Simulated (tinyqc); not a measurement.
# Changing the mean current density

Model: electroplating on a thin resistive seed layer: kinetics, Wagner number and the terminal effect across a wafer. Computed by tinyqc, a small Python program. Command: `OMP_NUM_THREADS=1 python tinyqc.py 3121562 3121563 out.jsonl terminal sweep`. One thread of a shared host (Intel(R) Xeon(R) Processor @ 2.30GHz), about 0.09 s of CPU time with the checks.

Current enters the seed at the rim. The bath is treated as a local resistance per area (no lateral flow in the liquid), two electrons per ion, molar volume 7.11 cm^3/mol, Faraday constant F = e N_A, kinematic viscosity 0.01 cm^2/s, omega = 2 pi x rpm/60; k_B T/e is in volts.

Inputs (values chosen for the exercise, of the order of those for copper plating from an acid sulfate bath):
```
quantity                               value         unit
wafer radius R                            10           cm
seed thickness t                          10           nm
seed resistivity                          13  microohm cm
bath conductivity kappa                  0.2         S/cm
gap to the anode h                       8.1           cm
extra resistance of a porous plate         0     ohm cm^2
exchange current density i_0            0.57      mA/cm^2
cathodic transfer coefficient alpha     0.75            -
diffusivity of the metal ion         6.4e-06       cm^2/s
metal ion concentration                 0.28        mol/L
rotation rate                             30          rpm
temperature T                            298            K
```

Constants: e = 1.602176634e-19 C; N_A = 6.02214076e+23 1/mol; k_B = 8.617333262e-05 eV/K.

Method:
- Growth rate = i V_m/(2 F). Levich limit i_L = 0.62 x 2 F D^(2/3) omega^(1/2) nu^(-1/6) c. Tafel overpotential eta = (k_B T/(alpha e)) ln(i/i_0); kinetic resistance k_B T/(alpha e i); bath resistance h/kappa + plate; R_s = resistivity/t; Wagner number = kinetic resistance x kappa/R.
- Linearised: with R_t = kinetic + bath resistance the current density obeys (1/r)(r i')' = i R_s/R_t, so i = A I_0(r/l), l = sqrt(R_t/R_s); with x = R/l, edge/centre = I_0(x) and edge/mean = x I_0(x)/(2 I_1(x)).
- Voltage drop in the seed for a uniform current: i R_s R^2/4.
- Full model: seed potential phi(r) with (1/r)(r phi')' = R_s i, where i solves phi = R_b i + (k_B T/(alpha e)) ln(i/i_0) (phi being the driving voltage left at r); phi'(0) = 0 and phi'(R) = R_s i_mean R/2. Solved by collocation to a tolerance of 1e-7.

One run for each value; columns: (1) mean current density (mA/cm^2); (2) edge over centre, full model; (3) kinetic resistance (ohm cm^2); (4) growth rate (nm/min); (5) drop for uniform current (mV):
```
(1)      (2)     (3)     (4)      (5)
2.4   16.116  14.266    53.1    780.0
3.8   20.242   9.010    84.0   1235.0
6.0   24.663   5.707   132.6   1950.0
9.5   29.213   3.604   210.0   3087.5
15.0  33.571   2.283   331.6   4875.0
24.0  37.611   1.427   530.6   7800.0
38.0  40.931   0.901   840.1  12350.0
60.0  43.535   0.571  1326.4  19500.0
```

Over the rows, edge over centre, full model rises from 16.1 to 43.5 (exponent d ln y / d ln x 0.50 between the first rows and 0.14 between the last); kinetic resistance (ohm cm^2) falls from 14.3 to 0.571 (exponent d ln y / d ln x about -1.0 throughout); growth rate (nm/min) rises from 53.1 to 1330 (exponent d ln y / d ln x about 1.0 throughout).

Caution (rows 9.50, 15.0, 24.0, 38.0, 60.0): at the rim the current nears the limiting value, which would flatten the real profile. Caution (rows 15.0, 24.0, 38.0, 60.0): the mean current exceeds 0.3 i_L, so depletion of metal ions, left out of the distribution, matters.
